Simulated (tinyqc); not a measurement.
# Bandgap voltage reference from two bipolar transistors, step by step

tinyqc, about 0.03 s, one thread, Intel Xeon 2.30GHz (shared host): `OMP_NUM_THREADS=1 python tinyqc.py 2062008 2062009 out.jsonl` Printed values are rounded.

Two transistors of area 1 and N carry the same current I. Is(T) = Is (T/T0)^eta exp[(Vg0 q/kB)(1/T0 - 1/T)], VBE1 = Vt ln(I/Is(T)) + I rb, VBE2 = Vt ln(I/(N Is(T))) + I rb/N. The amplifier forces I R1(T) = VBE1 - VBE2 + Vos, with R(T) = R (1 + tc (T - T0)) for both resistors, and the output is Vref = VBE1 + I R2(T). Base currents and the Early effect are neglected.

Parameters, values chosen for the exercise; values of the order met in silicon bipolar transistors:

| symbol | value | unit | meaning |
|---|---|---|---|
| T0 | 323 | K | reference temperature |
| Vg0 | 1.196 | V | band-gap voltage extrapolated to 0 K |
| eta | 3.2 |  | temperature exponent of the saturation current |
| Is | 4.6e-16 | A | saturation current of the unit transistor at T0 |
| N | 4 |  | area ratio of the second transistor |
| R1 | 4.8 | kohm | resistor across which the difference of VBE falls, at T0 |
| tc | 0 | ppm/K | temperature coefficient of both resistors |
| Vos | 0 | mV | offset of the amplifier |
| rb | 0 | ohm | series resistance of the unit transistor |
| R2 | 79.22 | kohm | output resistor at T0 |
| T | 233 | K | temperature |

Constants: q = 1.602176634e-19 C, kB = 1.380649e-23 J/K. Results are converted to the units shown.

## Operating point at the reference temperature

Vt = kB T/q; I = (Vt ln N + Vos)/(R1(T) - rb (1 - 1/N)). Evaluate at T = T0.

Vt = 0.0278340 V
I = 8.03877 uA
Is(T) = 4.6e-16 A
VBE1 = 0.656439 V
I R2 = 0.636831 V
Vref = 1.29327 V

## Operating point at another temperature

Vt = kB T/q; I = (Vt ln N + Vos)/(R1(T) - rb (1 - 1/N)).

Vt = 0.0200784 V
I = 5.79887 uA
Is(T) = 1.00150e-23 A
VBE1 = 0.821208 V
I R2 = 0.459386 V
Vref = 1.28059 V

From T0 to T, VBE1 changes by 165 mV and I R2 by -177 mV, which leaves -12.7 mV in Vref.

## Resistor for zero slope at T0, ideal case

With tc = 0, Vos = 0 and rb = 0 the current is proportional to T, dVBE/dT = (VBE - Vg0 - (eta - 1) Vt)/T, and Vref has zero slope at T0 when Vref = Vg0 + (eta - 1) Vt0. Find VBE1, its slope, that Vref, R2/R1 and the curvature d2Vref/dT2 = -(eta - 1) kB/(q T0).

VBE1 = 0.656439 V
dVBE/dT = -1.86005 mV/K
Vref = 1.25723 V
R2/R1 = 15.5703
curvature = -0.586939 uV/K^2
